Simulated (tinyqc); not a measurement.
Which input was changed? Model: sputter depth profiling of a dopant layer: erosion rate, quantification and the mixing-roughness response. Computed by tinyqc, a small Python program. Command: `OMP_NUM_THREADS=1 python tinyqc.py 3002345 3002346 out.jsonl sims which`. One thread of a shared host (Intel(R) Xeon(R) Processor @ 2.30GHz), about 0.2 s of CPU time with the checks.

A rastered ion beam erodes silicon (49.94 atoms per nm^3). The measured profile is the true one convolved with a depth response.

Inputs (values chosen for the exercise, modelled on a dopant in silicon under an oxygen or caesium beam):

| quantity | value | unit |
|---|---|---|
| beam energy E | 4 | keV |
| beam current | 31 | nA |
| raster side | 400 | um |
| sputter yield at 1 keV | 0.59 | - |
| mixing length at 1 keV | 1.9 | nm |
| roughness sigma | 0.65 | nm |
| depth of the layer z0 | 22 | nm |
| sheet density Q | 1e+13 | 1/cm^2 |
| relative sensitivity factor RSF | 4.7e+20 | 1/cm^3 |
| matrix count rate | 410000 | 1/s |
| background count rate | 0.52 | 1/s |
| counting time per point | 1 | s |
| level that defines the junction C_B | 4e+16 | 1/cm^3 |

True profile: delta layer.

Constants: e = 1.602176634e-19 C.

Method:
- Scaling chosen for the exercise: yield Y = Y1 E^0.5, mixing length w = w1 E^0.5 (E in keV).
- Erosion rate = Y I/(e x raster^2 x density); depth step = rate x counting time; concentration = RSF x counts/matrix counts; detection limit = RSF x 3 sqrt(background x time)/(matrix rate x time).
- Mixing alone turns a layer at z0 into (1/w) exp(-(z - z0 + w)/w) for z > z0 - w; roughness adds a Gaussian of width sigma. With x = z - z0 + w: g(x) = (1/(2w)) exp(sigma^2/(2 w^2) - x/w) erfc((sigma/w - x/sigma)/sqrt2), and its integral G(x) = (1/2) erfc(-x/(sigma sqrt2)) - w g(x). Measured: Q g(x), 1 nm = 1e-7 cm.
- Find the maximum, the full width at half maximum and the deep point where the profile falls to C_B; far down, the trailing edge decays by w ln(10) per decade.

Question. One of these inputs alone was changed, within the range given: beam energy E (2 to 8); roughness sigma (0.325 to 1.3); level that defines the junction C_B (2e+16 to 8e+16); beam current (15.5 to 62). Which one, and to what value?

Results:

| run | apparent junction depth (nm) | full width at half maximum (nm) | peak concentration (1/cm^3) |
|---|---|---|---|
| before | 42.91396 | 4.137572 | 1.876496e+19 |
| after | 42.41606 | 4.137572 | 1.876496e+19 |

Answer.

Each candidate set to reproduce apparent junction depth, and what it then gives:

| candidate | range searched | value needed | full width at half maximum (nm) | peak concentration (1/cm^3) |
|---|---|---|---|---|
| beam energy E (keV) | 2 to 8 | 3.770 | 4.0571 | 1.9177e+19 |
| roughness sigma (nm) | 0.325 to 1.3 | out of reach | - | - |
| level that defines the junction C_B (1/cm^3) | 2e+16 to 8e+16 | 4.560e16 | 4.1376 | 1.8765e+19 |
| beam current (nA) | 15.5 to 62 | no effect | - | - |

Only level that defines the junction C_B fits every result: it went from 4e+16 to 4.56e16 1/cm^3. The next best candidate, beam energy E, misses one result by 2.2 %.
